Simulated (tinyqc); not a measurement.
Undoped symmetric double-gate MOSFET, analytic potential model: one step of the calculation.

An undoped body of thickness ts between two equal insulators and tied gates; long channel, electrons only, n = ni exp((psi - V)/Vt) with V the quasi-Fermi potential (0 at the source, Vd at the drain), constant mobility, no quantisation. Across the body psi(x) = V - 2 Vt ln[(ts/(2 beta)) sqrt(q ni/(2 eps0 eps_r Vt)) cos(2 beta x/ts)], x from the centre. Q is the electron charge per area of the whole body.

Question. Potential and electron density across the body at the source. psi(x) as above with V = 0 and beta = beta_s; n = ni exp(psi/Vt).

Parameters, values chosen for the exercise; material values close to those of silicon: temperature T = 250 K; relative permittivity of the semiconductor eps_r = 11.6; body thickness ts = 20 nm.

Constants: q = 1.602176634e-19 C, kB = 1.380649e-23 J/K, Vt = kB T/q, eps0 = 8.8541878128e-14 F/cm where lengths are in cm. Results are converted to the units shown.

x/ts, point 0 to 6: 0  0.1  0.2  0.3  0.4  0.45  0.5
beta_s = 0.10454892
ni = 1.0685121e8 cm^-3

Find: psi; n.

Answer.

```
point  psi (V)  n (cm^-3)
0      0.36961  3.0191e15
1      0.36962  3.0204e15
2      0.36965  3.0244e15
3      0.36970  3.0310e15
4      0.36977  3.0403e15
5      0.36981  3.0460e15
6      0.36985  3.0523e15
```

The density at the surface is 1.01 times that at the centre (1/cos^2 beta).

Numbers from tinyqc (`OMP_NUM_THREADS=1 python tinyqc.py 2440076 2440077 out.jsonl`; about 0.01 s on one thread of a shared Intel Xeon 2.30GHz).
